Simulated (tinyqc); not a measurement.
When the band splits: coherent potential approximation for a binary alloy with a semi-elliptic band.

Site levels eA = -x d (share 1 - x) and eB = (1 - x) d (share x), so that their mean, the virtual crystal, is 0. Pure band: G0(z) = 2 (z - sqrt(z - W) sqrt(z + W))/W^2 with principal roots, density -Im G/pi per site. The medium has a self-energy S(z), G = G0(z - S), z = E + i eta. t_i = (e_i - S)/(1 - (e_i - S) G); the CPA demands <t> = (1 - x) tA + x tB = 0. Iteration: start at S = 0, set S(new) = S + <t>/(1 + <t> G), stop when |<t>| < 1e-9 eV.

Parameters, chosen for this exercise: W = 3.1 eV (half width of the pure band); x = 0.1 (fraction of B); eta = 0.062 eV (broadening).

x as given, d varied, eta as given. The density is taken at E = (eA + eB)/2 and at E = eA + eB = (1 - 2x) d, where S has its pole for well split bands; a gap shows as a density of the size of the broadening tail.

Between the two levels:

| d/W | d (eV) | density at the midpoint (1/eV) | density at (1 - 2x) d (1/eV) | Im S at the midpoint (eV) |
|---|---|---|---|---|
| 0.2 | 0.62 | 0.1993 | 0.1972 | -0.021 |
| 0.4 | 1.24 | 0.1936 | 0.1844 | -0.073 |
| 0.6 | 1.86 | 0.1851 | 0.1609 | -0.132 |
| 0.8 | 2.48 | 0.1744 | 0.1206 | -0.179 |
| 1.0 | 3.10 | 0.1613 | 0.0313 | -0.205 |
| 1.2 | 3.72 | 0.1450 | 0.0116 | -0.211 |
| 1.5 | 4.65 | 0.1108 | 0.0144 | -0.186 |
| 2.0 | 6.20 | 0.0075 | 0.0115 | -0.035 |

The midpoint density falls from 0.199 to 0.0075 1/eV; it first drops below a tenth of the pure peak (0.021) at d/W = 2. At (1 - 2x) d the density drops below that mark at d/W = 1.2, so the bands have parted by then (this mark lags the true splitting), and is least, 0.0115, at d/W = 2. For x = 1/2 the two coincide and the band splits at d = W exactly; here x = 0.1. The size of Im Sigma at the midpoint is largest at d/W = 1.2. It is a lifetime only where the density there is finite; for well separated bands, d/W above 1/(2 sqrt(x (1 - x))), S has a pole in the gap at (1 - 2x) d.

(tinyqc, `OMP_NUM_THREADS=1 python tinyqc.py 1481159 1481160 out.jsonl`, Intel(R) Xeon(R) Processor @ 2.30GHz, 1 thread, shared host, about 0.01 s.)
